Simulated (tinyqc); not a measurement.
Quantum-confined Stark effect in a modulator well: one step. Contrast at the operating point. Four cases, with inputs chosen for the exercise.

Question. With a Gaussian line of half width G, the absorption at E_op = line(0) - dE is proportional to strength x exp(-ln2 ((E_op - line)/G)^2); continuum absorption is left out. Give it at both fields, relative to the zero-field peak.

Constants: hc = 1239.841984 eV nm.

Case 1.

Values chosen (out of a larger set: near those of a Ge well in SiGe, direct gap; not measured data): dE = 18 meV (operating point below the zero-field line); G = 8 meV (half width of the exciton line).

Results:

| F (kV/cm) | lam (angstrom) | Eb (meV) | line (eV) | nm | overlap^2/lam^2 (1e-4/angstrom^2) |
|---|---|---|---|---|---|
| 0.00 | 232.633 | 3.8344 | 0.886493 | 1398.591 | 0.184396 |
| 63.00 | 256.794 | 3.4052 | 0.871726 | 1422.283 | 0.079508 |

Case 2.

Values chosen (out of a larger set: near those of an InGaAs well in InAlAs; not measured data): dE = 23 meV (operating point below the zero-field line); G = 10 meV (half width of the exciton line).

Results:

| F (kV/cm) | lam (angstrom) | Eb (meV) | line (eV) | nm | overlap^2/lam^2 (1e-4/angstrom^2) |
|---|---|---|---|---|---|
| 0.00 | 187.101 | 5.3201 | 0.801080 | 1547.712 | 0.282747 |
| 75.00 | 220.012 | 4.3736 | 0.777995 | 1593.638 | 0.065824 |

Case 3.

Values chosen (out of a larger set: near those of an InGaAs well in InAlAs; not measured data): dE = 13 meV (operating point below the zero-field line); G = 6 meV (half width of the exciton line).

Results:

| F (kV/cm) | lam (angstrom) | Eb (meV) | line (eV) | nm | overlap^2/lam^2 (1e-4/angstrom^2) |
|---|---|---|---|---|---|
| 0.00 | 181.751 | 5.5130 | 0.779199 | 1591.176 | 0.299847 |
| 60.00 | 206.658 | 4.7166 | 0.763755 | 1623.350 | 0.099198 |

Case 4.

Values chosen (out of a larger set: near those of a Ge well in SiGe, direct gap; not measured data): dE = 14 meV (operating point below the zero-field line); G = 8 meV (half width of the exciton line).

Results:

| F (kV/cm) | lam (angstrom) | Eb (meV) | line (eV) | nm | overlap^2/lam^2 (1e-4/angstrom^2) |
|---|---|---|---|---|---|
| 0.00 | 222.144 | 3.9705 | 0.946912 | 1309.353 | 0.201715 |
| 76.00 | 226.097 | 3.8882 | 0.942135 | 1315.992 | 0.174831 |

Give: E_op; wavelength; absorption without and with the field.

Answer.

Case 1.

E_op = 0.8685 eV
wavelength = 1427.6 nm

absorption without and with the field: 0.030  0.39

The field changes the absorption by +0.36 of the zero-field peak. With dE above 2G the Gaussian tail at zero field is weak; real tails fall only exponentially and absorb more.

Case 2.

E_op = 0.7781 eV
wavelength = 1593.5 nm

absorption without and with the field: 0.026  0.23

The field changes the absorption by +0.21 of the zero-field peak. With dE above 2G the Gaussian tail at zero field is weak; real tails fall only exponentially and absorb more.

Case 3.

E_op = 0.7662 eV
wavelength = 1618.2 nm

absorption without and with the field: 0.039  0.29

The field changes the absorption by +0.26 of the zero-field peak. With dE above 2G the Gaussian tail at zero field is weak; real tails fall only exponentially and absorb more.

Case 4.

E_op = 0.9329 eV
wavelength = 1329.0 nm

absorption without and with the field: 0.12  0.34

The field changes the absorption by +0.23 of the zero-field peak. The zero-field tail still absorbs here, since dE is no more than 2G, which costs insertion loss.

Computed by tinyqc, one run a case: `OMP_NUM_THREADS=1 python tinyqc.py N N+1 out.jsonl` with N = 1281209, 1281476, 1281482, 1282251; one thread of a shared Intel(R) Xeon(R) Processor @ 2.30GHz, about 0.3 s a run at most.
